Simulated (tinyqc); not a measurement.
Joule-heated wire on a substrate, fin equation: one step of the calculation.

A wire of length L loses heat along itself to two contacts and sideways to the substrate: kap A theta'' - g theta + p = 0 with theta = T - T0 and p(x) = p0 exp(-((x/L - x0)/sg)^2/2). Each end passes the heat flow theta/Rc to its contact. Constant conductivity, diffusive heat flow.

Problem. Temperature rise. Solve -c theta_(i-1) + d_i theta_i - c theta_(i+1) = b_i for nodes 0 to 12.

Values chosen for this exercise:
```
symbol,value,unit,meaning
T0,350,K,temperature of substrate and contacts
```

c = 0.50181818 uW/K

```
node	d (uW/K)	b (uW)
0	0.99181818	1.9117402e-9
1	1.1503030	6.6112233e-7
2	1.1503030	5.7083605e-5
3	1.1503030	0.0024612037
4	1.1503030	0.052989564
5	1.1503030	0.56969151
6	1.1503030	3.0584103
7	1.1503030	8.1989523
8	1.1503030	10.975583
9	1.1503030	7.3367449
10	1.1503030	2.4489835
11	1.1503030	0.40820180
12	0.99181818	0.016987935
```

Wanted: theta.

Solution.

theta, node 0 to 12 (K): 0.84  1.67  2.98  5.16  8.85  15.02  24.45  34.92  39.27  33.22  22.26  12.93  6.56

Program tinyqc, `OMP_NUM_THREADS=1 python tinyqc.py 2520149 2520150 out.jsonl`; Intel Xeon 2.30GHz, shared host, one thread, about 0.01 s.
